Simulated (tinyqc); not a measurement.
# Octagonal on-chip spiral inductor, lumped pi model: what changes with what

Outer diameter do = di + 2 n wd + 2 (n - 1) sp, mean da = (do + di)/2, fill p = (do - di)/(do + di), length l = 3.314 n da. L = 2.25 mu0 n^2 da/(1 + 3.55 p), mu0 = 4 pi 1e-7 H/m. Rs = rho l/(wd delta (1 - exp(-th/delta))), delta = sqrt(rho/(pi f mu0)). Cs = n wd^2 eps0 eo/hu across the coil. At each end Cox = l wd eps0 eo/(2 ho) leads to the substrate branch Rsi = 2 rs he/(l wd) in parallel with Csi = l wd eps0 11.7/(2 he). With one end grounded Y = 1/(Rs + i w L) + i w Cs + 1/[1/(i w Cox) + 1/(1/Rsi + i w Csi)], w = 2 pi f; Q = -Im Y/Re Y. Eddy currents in neighbouring turns and in the substrate are left out.

Parameters, values chosen for the exercise; values of the order met in silicon radio-frequency processes: number of turns n = 5.5; line width wd = 20 um; space between turns sp = 2 um; inner diameter di = 80 um; metal thickness th = 2 um; metal resistivity rho = 1.9 uohm cm; oxide below the coil ho = 8.9 um; oxide between coil and underpass hu = 1 um; relative permittivity of the oxide eo = 4.1; substrate resistivity rs = 1000 ohm cm; effective spreading depth in the substrate he = 30 um; frequency f = 1.1 GHz.

Constants: eps0 = 8.8541878128e-12 F/m. Results are converted to the units shown.

Each table varies one quantity; the others keep the values above.

## Quality factor against frequency

Apparent inductance Im(1/Y)/w; share of the loss Re(substrate branch)/Re Y.

Quality factor against frequency:
```
f (GHz),Rs (ohm),w L/Rs,Q,apparent inductance (nH),loss in the substrate (%)
0.093,1.973,1.614,1.613,5.451,0.01603
0.15,2.045,2.512,2.509,5.453,0.04341
0.25,2.145,3.991,3.977,5.460,0.1191
0.41,2.274,6.173,6.120,5.478,0.3054
0.67,2.445,9.384,9.178,5.528,0.7579
1.1,2.676,14.08,13.28,5.666,1.847
1.8,2.986,20.64,17.71,6.073,4.320
2.9,3.393,29.27,19.43,7.431,9.348
4.8,3.982,41.28,8.894,20.15,19.40
```

Read the table: what changes, and by how much?

Q goes from 1.61 through a maximum of 19.4 (at f = 2.9 GHz among the rows listed) to 8.89; the exact peak is 19.6 at 2.65 GHz and Q reaches zero at the self-resonance, 5.61 GHz. The share of the substrate rises from 0.0160 to 19.4 %, and the apparent inductance ends at 3.70 times L. At the peak the substrate takes 8.14 % of the loss.

## Effect of the number of turns

Same model as above.

Peak Q and its frequency from a search over f; self-resonance where Im Y = 0; Q at the given f (negative beyond resonance).

Effect of the number of turns:
```
n,L (nH),do (um),peak Q,f of the peak (GHz),self-resonance (GHz),Q at f
1.5,0.3546,142.0,33.38,21.35,47.17,6.017
2.5,0.9733,186.0,29.16,9.914,21.38,8.248
3.5,1.975,230.0,25.46,5.801,12.32,10.19
4.5,3.441,274.0,22.28,3.794,8.010,11.89
5.5,5.450,318.0,19.58,2.655,5.608,13.28
6.5,8.086,362.0,17.28,1.945,4.131,14.19
8.5,15.56,450.0,13.63,1.146,2.486,13.61
```

What does the comparison show?

As n goes from 1.5 to 8.5, L rises from 0.355 to 15.6 nH, the peak Q falls from 33.4 to 13.6, its frequency falls from 21.3 to 1.15 GHz and the self-resonance falls from 47.2 to 2.49 GHz.

Program tinyqc, `OMP_NUM_THREADS=1 python tinyqc.py 2302107 2302108 out.jsonl`; Intel Xeon 2.30GHz, shared host, one thread, about 0.01 s.
